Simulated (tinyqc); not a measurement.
Two-dimensional dopant profile at a mask edge: lateral junction, overlap and effective channel length: one step, computed by the program tinyqc. Command: `OMP_NUM_THREADS=1 python tinyqc.py 3025529 3025530 out.jsonl lateral walk`. One thread of a shared host (Intel(R) Xeon(R) Processor @ 2.30GHz), about 0.01 s of CPU time with the checks.

Ions enter for y < 0; the mask (spacer, then gate) covers y > 0. x is the depth. The surface reflects dopant during the anneal.

Problem. Junction contour. Widths s_x^2 = (vertical straggle)^2 + 2 D t, s_y^2 = (lateral straggle)^2 + 2 D t. C(x, y) = V(x) (1/2) erfc(y/(sqrt2 s_y)), V(x) = Q/(sqrt(2 pi) s_x) [exp(-(x - R_p)^2/(2 s_x^2)) + exp(-(x + R_p)^2/(2 s_x^2))]; 1 nm = 1e-7 cm. The lateral junction at depth x solves C = C_B: y_j(x) = sqrt2 s_y erfc^-1(2 C_B/V(x)). Depths are 0, 0.15, 0.3, 0.45, 0.6, 0.75, 0.9 and 0.97 of x_j.

Inputs (values chosen for the exercise, modelled on a source-drain extension in silicon): dose Q = 6.4e+14 1/cm^2; projected range R_p = 39 nm; channel doping C_B = 1.2e+18 1/cm^3.

vertical junction x_j = 140.7076 nm

s_x = 35.55278 nm

s_y = 34.13210 nm

Give: Contour.

Solution.

Contour:
```
x/x_j  x (nm)  V (1/cm^3)  y_j (nm)
0.00      0.0   7.870e+19     73.85
0.15     21.1   8.047e+19     74.15
0.30     42.2   7.681e+19     73.52
0.45     63.3   5.798e+19     69.61
0.60     84.4   3.192e+19     60.73
0.75    105.5   1.249e+19     44.51
0.90    126.6   3.443e+18     13.29
0.97    136.5   1.674e+18    -19.59
```

The contour reaches furthest, 74.15 nm, at x/x_j = 0.15 among these rows, below the surface, where punch-through would start. It crosses the mask edge where V = 2 C_B.
